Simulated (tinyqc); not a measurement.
Tunnelling through a thin dielectric with one trap, as a tight-binding chain, step by step. Values are carried at full precision from step to step, so a last printed digit may differ when a step is redone from the rounded ones.

Hopping -t everywhere, t = c/(m a^2), c = hbar^2/2m0; lead sites at 2t (band bottom 0), barrier sites 1 to N at 2t + phi, and site j has U besides. No voltage. Leads give S = -t exp(ika) on sites 1 and N, cos(ka) = 1 - E/(2t). T = (2 t sin(ka))^2 |G_1N|^2, G = (E - H - S)^-1. In the barrier cosh(q a) = 1 + (phi - E)/(2t).

Constants: hbar^2/2m0 = 3.80998211 eV angstrom^2; hbar = 6.58211957e-16 eV s.

Parameters, chosen for this exercise (barrier and mass of the size used for Si3N4 on silicon; the results hold for these values, not for the real material):

| symbol | value | unit | meaning |
|---|---|---|---|
| a | 2.5 | angstrom | site spacing |
| m | 0.43 | m0 | mass, the same in leads and barrier |
| phi | 2.14 | eV | conduction edge of the barrier above that of the leads |
| U | -3.03 | eV | extra energy on the trap site |
| E | 0.46 | eV | electron energy |
| N | 7 |  | barrier sites |
| j | 3 |  | site of the trap |

## Scales

Form t, ka, q a, and the level of the trap in an endless barrier, Eb = phi + 2t - sqrt(4 t^2 + U^2).

t = 1.4177 eV
ka = 0.57763 rad
q a = 1.04096
Eb = 0.8256 eV

## The matrix E - H - S

Fill it in.

E - H - S (eV):
```
                 1        2        3        4        5        6
1  -3.3277+0.7741i   1.4177   0.0000   0.0000   0.0000   0.0000
2           1.4177  -4.5153   1.4177   0.0000   0.0000   0.0000
3           0.0000   1.4177  -1.4853   1.4177   0.0000   0.0000
4           0.0000   0.0000   1.4177  -4.5153   1.4177   0.0000
5           0.0000   0.0000   0.0000   1.4177  -4.5153   1.4177
6           0.0000   0.0000   0.0000   0.0000   1.4177  -4.5153
7           0.0000   0.0000   0.0000   0.0000   0.0000   1.4177

                 7
1           0.0000
2           0.0000
3           0.0000
4           0.0000
5           0.0000
6           1.4177
7  -3.3277+0.7741i
```

## Transmission

Invert the matrix; T = (2 t sin(ka))^2 |G_1N|^2.

first row of G (1/eV): -0.3631-0.1118i  -0.2081-0.06410i  -0.2996-0.09238i  -0.1058-0.03268i  -0.03739-0.01173i  -0.01329-0.004666i  -0.004931-0.003135i

T = 8.184e-05

Without the trap T is 1.51e-06: the trap changes it by a factor 54.3 at this energy.

## The resonance

Resonance: the lowest eigenvalue of H + S(E), iterated until its real part equals E (40 rounds from Eb = phi + 2t - sqrt(4t^2 + U^2), the level in an endless barrier). With v the normalised squared amplitudes of that state, Gamma_L = 2 t sin(ka) v_1, Gamma_R = 2 t sin(ka) v_N; Breit-Wigner T = Gamma_L Gamma_R/((E - Er)^2 + (Gamma_L + Gamma_R)^2/4).

Find Er, the two widths, the peak height 4 Gamma_L Gamma_R/(Gamma_L + Gamma_R)^2 and the escape time hbar/(Gamma_L + Gamma_R).

Er = 0.8238 eV

widths (meV): left 42.50, right 1.033

peak height = 0.09264
escape time = 15.1 fs

squared amplitudes: 0.0213  0.1148  0.7293  0.1136  0.0177  0.0028  0.0005

The nearby leads move the level 1.9 meV below its value in an endless barrier. The trap is closer to the left lead, which takes 97.6 % of the escapes.

## Checks

- T at Er from the chain against the Breit-Wigner peak: 0.0925 against 0.0926.
- T without trap against the closed form for a lattice barrier: both 1.507e-06.

(tinyqc, `OMP_NUM_THREADS=1 python tinyqc.py 1482268 1482269 out.jsonl`, Intel(R) Xeon(R) Processor @ 2.30GHz, 1 thread, shared host, about 0.08 s.)
